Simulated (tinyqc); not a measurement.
Inputs raised by 5 %, one at a time: Tersoff bond-order potential. Computed by tinyqc, a small Python program. Command: `OMP_NUM_THREADS=1 python tinyqc.py 3017683 3017684 out.jsonl tersoff sens`. One thread of a shared host (Intel(R) Xeon(R) Processor @ 2.30GHz), about 0.02 s of CPU time with the checks.

E = (1/2) sum_(i, j != i) [A exp(-lambda r_ij) - b_ij B exp(-mu r_ij)], b_ij = (1 + (beta zeta_ij)^n)^(-1/(2n)), zeta_ij = sum_(k != i, j) g(theta_ijk), g = 1 + c^2/d^2 - c^2/(d^2 + (h - cos theta)^2), with theta at atom i. Only nearest neighbours count (cut-off function 1 for them, 0 beyond).

Inputs (values chosen for the exercise, modelled on silicon):

| quantity | value | unit |
|---|---|---|
| A | 1863.8 | eV |
| B | 479.1 | eV |
| lambda | 2.4799 | 1/angstrom |
| mu | 1.7322 | 1/angstrom |
| beta | 1.14e-06 | - |
| n | 0.7851 | - |
| c | 101900 | - |
| d | 16.18 | - |
| h | -0.6141 | - |

Constants: 1 eV/angstrom^3 = 160.2176634 GPa.

Method:
- zeta = 3 g(cos theta = -1/3).
- With z equal bonds of order b, r = ln(lambda A/(mu b B))/(lambda - mu) and E per atom = -(z/2) b B exp(-mu r)(1 - mu/lambda).
- a0 = 4 r/sqrt3; B0 = phi''(r)/(3 a0) with phi'' = mu (lambda - mu) b B exp(-mu r), since b does not change under uniform scaling.
- Second derivatives of the energy per atom, volume V = a0^3/8: e_xx gives C11; e_xx = -e_yy gives 2 (C11 - C12); e_xy = e_yx = s/2 with a sublattice shift u_z gives C44 = (E_ss - E_su^2/E_uu)/V and Kleinman's parameter |E_su/E_uu|/(a0/4).
- Each of the four neighbours loses one bond; its three other bonds now have zeta = 2 g, for the direction that starts at it. E_v = -E + 12 x (1/2)(b(3g) - b(2g)) B exp(-mu r), where -E is the pair-like cost.

Runs:

| input moved | from | to | bond length (angstrom) | C44 (GPa) | unrelaxed vacancy energy E_v (eV) | Kleinman's parameter |
|---|---|---|---|---|---|---|
| base run | - | - | 2.3633 | 70.41 | 3.9797 | 0.67028 |
| A (eV) | 1863.8 | 1956.99 | 2.4285 | 58.63 | 3.5544 | 0.68892 |
| B (eV) | 479.1 | 503.055 | 2.2980 | 88.90 | 4.6788 | 0.65044 |
| beta | 1.14e-06 | 1.197e-06 | 2.3658 | 71.82 | 3.9331 | 0.66114 |
| c | 101900 | 106995 | 2.3683 | 73.21 | 3.8854 | 0.65186 |
| d | 16.18 | 16.989 | 2.3541 | 64.70 | 4.1543 | 0.70523 |
| lambda (1/angstrom) | 2.4799 | 2.6039 | 2.0831 | 161.46 | 7.2879 | 0.62780 |
| mu (1/angstrom) | 1.7322 | 1.81881 | 2.5991 | 29.11 | 1.8302 | 0.71901 |

Exponents ln(y'/y) / ln(x'/x):

| input | bond length | C44 | unrelaxed vacancy energy E_v | Kleinman's parameter |
|---|---|---|---|---|
| A | 0.558 | -3.753 | -2.317 | 0.562 |
| B | -0.574 | 4.779 | 3.317 | -0.616 |
| beta | 0.022 | 0.406 | -0.241 | -0.281 |
| c | 0.044 | 0.800 | -0.492 | -0.571 |
| d | -0.079 | -1.734 | 0.880 | 1.042 |
| lambda | -2.587 | 17.010 | 12.400 | -1.342 |
| mu | 1.949 | -18.101 | -15.921 | 1.438 |

Among the inputs moved here: bond length answers most in size to lambda (exponent -2.587), next to mu (+1.949). C44 answers most in size to mu (exponent -18.101), next to lambda (+17.010). Unrelaxed vacancy energy E_v answers most in size to mu (exponent -15.921), next to lambda (+12.400). Kleinman's parameter answers most in size to mu (exponent +1.438), next to lambda (-1.342).
